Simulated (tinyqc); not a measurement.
Changing the energy inside the band E: Koster-Slater impurity in a tight-binding band, by Green functions and by supercells. Computed by tinyqc, a small Python program. Command: `OMP_NUM_THREADS=1 python tinyqc.py 3023106 3023107 out.jsonl kosterslater sweep`. One thread of a shared host (Intel(R) Xeon(R) Processor @ 2.30GHz), about 0.02 s of CPU time with the checks.

One orbital per site, e(k) = -2 t sum cos(k_i) over 1 direction(s), band from -2 t to 2 t, lattice constant 1. One site has the extra energy U. Spin is left out.

Inputs (values chosen for the exercise, for a model band):
```
quantity                   value      unit
hopping t                   0.45        eV
impurity potential U       -1.62        eV
broadening eta             0.036        eV
impurity concentration c  0.0001  per site
```

Lattice: chain.

Constants: hbar = 6.582119569e-16 eV s.

Method. Inside the band G0(z), z = E + i eta, comes from the chain form 1/(sqrt(y - 2t) sqrt(y + 2t)) (principal roots) at y = z. T = U/(1 - U G0); phase shift delta = -arg(1 - U G0) in (-pi, pi]; host density of states -Im G0/pi; on the impurity -Im[G0/(1 - U G0)]/pi; lifetime of a band state hbar/(-2 c Im T).

One run for each value; columns: (1) energy inside the band E (eV); (2) host density of states (1/eV); (3) density of states on the impurity (1/eV); (4) phase shift delta (rad); (5) scattering lifetime (fs):
```
(1)         (2)       (3)     (4)    (5)
-0.855  0.94773  0.040039  1.7020   9969
-0.665  0.52069  0.067540  1.2677   5910
-0.475  0.41540  0.077645  1.1531   5141
-0.285  0.37243  0.082031  1.0964   4866
-0.095  0.35537  0.083504  1.0690   4780
0.095   0.35537  0.082904  1.0625   4815
0.285   0.37243  0.080151  1.0744   4980
0.475   0.41540  0.074222  1.1054   5378
0.665   0.52069  0.062031  1.1547   6435
0.855   0.94773  0.031365  1.0705  12727
```

Describe the trends.

Over the rows, host density of states (1/eV) goes from 0.948 through a minimum among these rows, 0.355 at -0.0950, to 0.948; density of states on the impurity (1/eV) goes from 0.0400 through a maximum among these rows, 0.0835 at -0.0950, to 0.0314; phase shift delta (rad) lies between 1.06 and 1.70 without a single trend.

Extremes, crossings and ranges named in words are read from the listed rows.
